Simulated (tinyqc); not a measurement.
Along the matched line: quaternary alloy A(x)B(1-x)C(y)D(1-y) matched to a substrate.

Q(x,y) = x y Q_AC + x (1 - y) Q_AD + (1 - x) y Q_BC + (1 - x)(1 - y) Q_BD for the lattice constant. Gap, rule 1: Q(x,y) - x (1 - x)[y C_ABC + (1 - y) C_ABD] - y (1 - y)[x C_ACD + (1 - x) C_BCD]. Rule 2 (mean of ternaries): {x (1 - x)[y T_ABC(x) + (1 - y) T_ABD(x)] + y (1 - y)[x T_ACD(y) + (1 - x) T_BCD(y)]}/{x (1 - x) + y (1 - y)}, T_ABC(x) = x E_AC + (1 - x) E_BC - C_ABC x (1 - x), T_ACD(y) = y E_AC + (1 - y) E_AD - C_ACD y (1 - y), and alike. Only the Gamma valley is followed.

Matching a(x,y) = a_s gives x = (a_s - y a_BC - (1 - y) a_BD)/(y (a_AC - a_BC) + (1 - y)(a_AD - a_BD)).
Constants: hc = 1239.841984 eV nm.

Inputs chosen for the exercise (AC, AD, BC, BD near GaAs, GaP, InAs and InP; substrate near InP; the results hold for these values, not for the real material): a = (5.655, 5.444, 6.064, 5.863) angstrom (lattice constants of AC, AD, BC, BD); Eg = (1.5, 2.904, 0.42, 1.437) eV (gaps at Gamma of AC, AD, BC, BD); Cb = (0.528, 0.624, 0.191, 0.099) eV (bowing of ABC, ABD, ACD, BCD); a_s = 5.863 angstrom (substrate).

x follows from y.

Results:

| y | x | bilinear (eV) | rule 1 (eV) | rule 2 (eV) | wavelength 1 (nm) | wavelength 2 (nm) |
|---|---|---|---|---|---|---|
| 0.03 | 0.0144 | 1.4275 | 1.4157 | 1.4226 | 876 | 872 |
| 0.15 | 0.0722 | 1.3862 | 1.3319 | 1.3633 | 931 | 909 |
| 0.27 | 0.1304 | 1.3400 | 1.2504 | 1.3014 | 992 | 953 |
| 0.39 | 0.1888 | 1.2889 | 1.1714 | 1.2369 | 1058 | 1002 |
| 0.51 | 0.2477 | 1.2328 | 1.0952 | 1.1696 | 1132 | 1060 |
| 0.63 | 0.3068 | 1.1716 | 1.0221 | 1.0989 | 1213 | 1128 |
| 0.75 | 0.3663 | 1.1053 | 0.9523 | 1.0233 | 1302 | 1212 |
| 0.87 | 0.4262 | 1.0339 | 0.8861 | 0.9386 | 1399 | 1321 |
| 0.99 | 0.4864 | 0.9574 | 0.8238 | 0.8302 | 1505 | 1493 |

What can be read from this table?

The matched alloys span 0.824 to 1.416 eV by rule 1, monotonically in y. Along the line dx/dy is +0.482 between the first two rows and +0.502 between the last two. In energy the two rules differ most at y = 0.63, by 77 meV (85 nm there), which measures how far the ternary data leave the interior open. Miscibility gaps are not considered.

Run: tinyqc, `OMP_NUM_THREADS=1 python tinyqc.py 1050443 1050444 out.jsonl`; Intel(R) Xeon(R) Processor @ 2.30GHz, one thread, shared host; about 0.01 s of CPU time with all checks.
